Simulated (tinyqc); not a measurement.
# Fixed charge and work-function difference from two thicknesses

Problem. With a fixed charge q Nf at the interface, Vfb = phi_ms - q Nf tox/(eps0 eox). Find Nf and phi_ms.

Inputs (values chosen for the exercise):
- eox = 8.88 (relative permittivity of the gate insulator (close to aluminium oxide))

Constants: q = 1.602176634e-19 C, eps0 = 8.8541878128e-14 F/cm where lengths are in cm. Results are converted to the units shown.

Vfb at tox = 11 and 41 nm (V): -0.56574300  -0.49849759

Answer. Vfb is a straight line in tox: the slope gives Nf and the intercept at zero thickness phi_ms.

Nf = -1.10e11 cm^-2
phi_ms = -0.590 V

Program tinyqc, `OMP_NUM_THREADS=1 python tinyqc.py 2060008 2060009 out.jsonl`; Intel Xeon 2.30GHz, shared host, one thread, about 0.01 s.
